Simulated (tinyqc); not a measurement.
Worked calculation: tight binding, honeycomb lattice. One step of it, computed by the program tinyqc.

Question. Bloch Hamiltonian at k. H_AB = -t1 (1 + exp(-i k.a1) + exp(-i k.a2)); H_AA = delta - 2 t2 sum cos(k.b + phi), H_BB = -delta - 2 t2 sum cos(k.b - phi), b = a1, a2 - a1, -a2.

Parameters chosen for this model:
```
parameter,value,unit
t1,2.650000,"eV, nearest"
t2,0.260000,"eV, second neighbours"
phi,-2.400000,"rad, phase of t2 (Haldane)"
delta,0,"eV, +/- on A and B"
```

k point k (fractions of the reciprocal vectors): 0.260000  0.150000

Give: H(k) at k.

Answer.

H(k) at k (eV):
```
,A,B
A,0.654,-4.041+4.789i
B,-4.041-4.789i,0.339
```
